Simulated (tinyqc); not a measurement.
From wire to sheet: nanosheet or nanowire with hard walls, valleys of the Si type.

Six ellipsoidal valleys along the cube axes: inverse mass tensor w = 1/mt + (1/ml - 1/mt) a a^T with a the unit axis. Device axes: x along the channel, z = [001], y = z x x.

Hard walls around a W x H rectangle. The block w_c of w in (y, z) confines; the transport mass follows from 1/m_x = w_xx - w_xc w_c^-1 w_cx. The cross-section problem c (w_yy ky^2 + 2 w_yz ky kz + w_zz kz^2), c = hbar^2/2m0, is solved in products sin(n pi y/W) sin(l pi z/H), n, l = 1 to 12; if w_yz = 0 the levels are c pi^2 (w_yy n^2/W^2 + w_zz l^2/H^2). The w_yz term couples (n, l) to (n', l') by -2 c w_yz D_nn'(W) D_ll'(H) with D_nm(L) = 4 n m/(L (n^2 - m^2)) for n + m odd and 0 otherwise.

Without degeneracy the line density is N1 exp((EF - Ec)/kB T) with N1 = sum 2 g sqrt(m_x kB T/(4 pi c)) exp(-E/kB T), here over n, l up to 80 where w_yz = 0 and over all levels of a 12 x 12 sine basis otherwise; the classical value is W H Nc with Nc = 2 g_all (m_dos kB T/(4 pi c))^(3/2), m_dos = (ml mt^2)^(1/3); dVt = kB T ln(W H Nc/N1).

Constants: hbar^2/2m0 = 3.80998211 eV angstrom^2; kB = 8.617333262e-05 eV/K.

Parameters, chosen for this exercise (near those of Si; not measured data): ml = 0.924 m0 (longitudinal mass); mt = 0.187 m0 (transverse mass); T = 77 K (temperature); g_all = 6 (number of valleys); channel = 110 (transport direction x on a (001) wafer); H = 60 angstrom (height, along z = [001]); Ws = (25, 35, 50, 75, 110, 170, 260) angstrom (widths).

Valleys:

| group | valleys g | w_yy | w_zz | \|w_yz\| | m_x (m0) |
|---|---|---|---|---|---|
| A | 2 | 5.34759 | 1.08225 | 0.00000 | 0.18700 |
| B | 4 | 3.21492 | 5.34759 | 0.00000 | 0.55550 |

Lowest level of each group (groups ordered by w_zz, then w_yy) and dVt against the width.

Results:

| W (angstrom) | A1 (eV) | B1 (eV) | dVt (mV) |
|---|---|---|---|
| 25 | 0.3330 | 0.2493 | 232.1 |
| 35 | 0.1755 | 0.1545 | 139.5 |
| 50 | 0.0917 | 0.1042 | 84.5 |
| 75 | 0.0471 | 0.0773 | 45.1 |
| 110 | 0.0279 | 0.0658 | 28.7 |
| 170 | 0.0183 | 0.0600 | 21.7 |
| 260 | 0.0143 | 0.0576 | 19.1 |

dVt falls from 232 to 19 mV. The lowest group changes from B to A between W = 35 and 50 angstrom (H = 60). At the widest W the lowest level is 0.0143 eV; the film limit c pi^2 w_zz/H^2 of that group is 0.0113 eV.

Computed by tinyqc, a small Python program: `OMP_NUM_THREADS=1 python tinyqc.py 1281062 1281063 out.jsonl` (the numbers bound the seed that draws the inputs); one thread of a shared host (Intel(R) Xeon(R) Processor @ 2.30GHz), about 0.04 s for the whole set of steps.
